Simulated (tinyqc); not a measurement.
Worked calculation: sp3s* tight binding. Values are carried at full precision from step to step, so a last printed digit may differ when a step is redone from the rounded ones.

sp3s* tight binding, nearest neighbours only: anion (a) at 0, cation (c) at a/4 (1,1,1), orbitals s, px, py, pz, s* on each; k in units of 2 pi/a. With phases e_j = exp(i (pi/2) k.n_j) for n = (1,1,1), (1,-1,-1), (-1,1,-1), (-1,-1,1): g0 = (e1+e2+e3+e4)/4, g1 = (e1+e2-e3-e4)/4, g2 = (e1-e2+e3-e4)/4, g3 = (e1-e2-e3+e4)/4. The diagonal holds the levels Esa, Epa, Exa (s*) and Esc, Epc, Exc. Anion-cation block: <sa|sc> = Vss g0; <sa|xc> = Vsapc g1; <xa|sc> = -Vscpa g1; <xa|xc> = Vxx g0; <xa|yc> = <ya|xc> = Vxy g3, <xa|zc> = <za|xc> = Vxy g2, <ya|zc> = <za|yc> = Vxy g1; <s*a|xc> = Vxapc g1; <xa|s*c> = -Vpaxc g1; y and z take g2 and g3 in place of g1; s-s* and s*-s* vanish.

Constants: hbar^2/2m0 = 3.80998211 eV angstrom^2.

Inputs chosen for the exercise (near a published set for Ge, fitted to gaps, whose masses and valley positions are rough; not measured data):
- k = (0.44, 0.44, 0.44) 2 pi/a (wave vector)
- Esa = -5.88 eV (s level of the anion)
- Epa = 1.606 eV (p level of the anion)
- Esc = -5.88 eV (s level of the cation)
- Epc = 1.606 eV (p level of the cation)
- Exa = 6.389 eV (s* level of the anion)
- Exc = 6.389 eV (s* level of the cation)
- Vss = -6.777 eV (s-s)
- Vxx = 1.606 eV (px-px)
- Vxy = 4.887 eV (px-py)
- Vsapc = 5.479 eV (s anion, p cation)
- Vscpa = 5.479 eV (s cation, p anion)
- Vxapc = 5.231 eV (s* anion, p cation)
- Vpaxc = 5.231 eV (p anion, s* cation)
- a = 5.66 angstrom (lattice constant)

## Phase sums

Form g0 to g3 at this k.

g0, g1, g2, g3: 0.45745-0.25899i  -0.31307+0.37843i  -0.31307+0.37843i  -0.31307+0.37843i

## The Hamiltonian without spin-orbit coupling

Fill in the 10 x 10 matrix.

H(k) (eV):
```
                  sa               xa               ya               za              s*a               sc
sa           -5.8800                0                0                0                0  -3.1001+1.7552i
xa                 0           1.6060                0                0                0   1.7153-2.0734i
ya                 0                0           1.6060                0                0   1.7153-2.0734i
za                 0                0                0           1.6060                0   1.7153-2.0734i
s*a                0                0                0                0           6.3890                0
sc   -3.1001-1.7552i   1.7153+2.0734i   1.7153+2.0734i   1.7153+2.0734i                0          -5.8800
xc   -1.7153-2.0734i   0.7347+0.4159i  -1.5300-1.8494i  -1.5300-1.8494i  -1.6377-1.9796i                0
yc   -1.7153-2.0734i  -1.5300-1.8494i   0.7347+0.4159i  -1.5300-1.8494i  -1.6377-1.9796i                0
zc   -1.7153-2.0734i  -1.5300-1.8494i  -1.5300-1.8494i   0.7347+0.4159i  -1.6377-1.9796i                0
s*c                0   1.6377+1.9796i   1.6377+1.9796i   1.6377+1.9796i                0                0

                  xc               yc               zc             s*c
sa   -1.7153+2.0734i  -1.7153+2.0734i  -1.7153+2.0734i               0
xa    0.7347-0.4159i  -1.5300+1.8494i  -1.5300+1.8494i  1.6377-1.9796i
ya   -1.5300+1.8494i   0.7347-0.4159i  -1.5300+1.8494i  1.6377-1.9796i
za   -1.5300+1.8494i  -1.5300+1.8494i   0.7347-0.4159i  1.6377-1.9796i
s*a  -1.6377+1.9796i  -1.6377+1.9796i  -1.6377+1.9796i               0
sc                 0                0                0               0
xc            1.6060                0                0               0
yc                 0           1.6060                0               0
zc                 0                0           1.6060               0
s*c                0                0                0          6.3890
```

## Levels at this k

Diagonalise H, which belongs to k = (0.44, 0.44, 0.44) (2 pi/a). Four bands are filled (two electrons each); give the make-up of band 5, the lowest empty one.

levels (eV): -10.8960  -7.7244  -1.5972  -1.5972  0.7923  2.4755  4.8092  4.8092  8.5831  10.9994

weights of band 5: s 0.553, p 0.274, s* 0.173

weight of band 5 on atom a = 0.500

The vertical gap at this k is 2.3895 eV; band 5 is mostly s-like.

## Levels at Gamma

At k = 0 only g0 = 1 is left and H falls into 2 x 2 blocks [[E_a, V], [V, E_c]] with roots (E_a + E_c)/2 -/+ sqrt(((E_a - E_c)/2)^2 + V^2); the s* levels stay uncoupled. The direct gap runs from the highest lower root of the p blocks to the lowest upper root.

Blocks at Gamma (eV):
```
block            E_a      E_c        V  lower root  upper root
s (Gamma1)   -5.8800  -5.8800  -6.7770    -12.6570      0.8970
p (Gamma15)   1.6060   1.6060   1.6060      0.0000      3.2120
```

direct gap at Gamma = 0.8970 eV

The lowest empty level at Gamma is s-like.

## Bands near the gap

Diagonalise at L = (1/2,1/2,1/2), X = (1,0,0), W = (1,1/2,0), K = (3/4,3/4,0) and at the fractions named between them; energies from the top of the valence band at Gamma; 4 bands are filled.

Levels (eV):
```
k        level 2  level 3  level 4  level 5  level 6
L         -7.995   -1.641   -1.641    0.771    2.430
L-G 0.5   -4.744   -0.955   -0.955    1.204    2.964
G          0.000    0.000    0.000    0.897    3.212
G-X 0.2   -1.583   -0.542   -0.542    1.810    2.630
G-X 0.4   -3.735   -1.547   -1.547    1.689    2.149
G-X 0.6   -5.817   -2.459   -2.459    1.020    1.884
G-X 0.7   -6.775   -2.809   -2.809    0.847    1.648
G-X 0.8   -7.660   -3.068   -3.068    0.785    1.395
G-X 0.9   -8.468   -3.227   -3.227    0.828    1.155
X         -9.198   -3.281   -3.281    0.958    0.958
W         -9.198   -3.281   -3.281    0.958    0.958
K         -8.744   -3.530   -2.801    0.872    1.148
K-G 0.5   -5.482   -2.340   -1.013    1.550    2.163
```

On these points the lowest empty level is lowest at L, 0.771 eV above the top.

## Valleys and masses

The lowest conduction level at Gamma, at its minimum on (x,0,0) for x from 0.5 to 1, and at the point L (L, and X where the search ends there, need not be minima in this model; a zero or negative inverse mass shows it). Inverse masses m0/m = (E(+h) + E(-h) - 2 E)/(2 c q^2) with c = hbar^2/2m0, q = h 2 pi/a, h = 0.002; longitudinal along the valley axis ([100] at Gamma and Delta, [111] at L), transverse along [010] or [1-10]. A dash: the next level lies within 0.15 eV, so a single mass has no use there.

Valleys:
```
valley  x (2 pi/a)  E - Ev (eV)  m0/m_l  m0/m_t
Gamma       0.0000       0.8970   15.80   15.80
Delta       0.8072       0.7850    1.10    0.53
L           0.5000       0.7707    0.42    1.31
```

Of these three the lowest is L, which makes the gap indirect, 0.7707 eV. At Delta m0/m_t is 0.53. This nearest-neighbour model is fitted to gaps: it places the Delta minimum and the masses at Delta and L only roughly (transverse masses can be several times too heavy), and since its bands are flat from X to W the transverse mass grows too heavy towards X; d orbitals or second neighbours cure this.

## Checks

- Direct gap at Gamma from the blocks against the full matrix: both 0.897000.

Run: tinyqc, `OMP_NUM_THREADS=1 python tinyqc.py 1451359 1451360 out.jsonl`; Intel(R) Xeon(R) Processor @ 2.30GHz, one thread, shared host; about 0.09 s of CPU time with all checks.
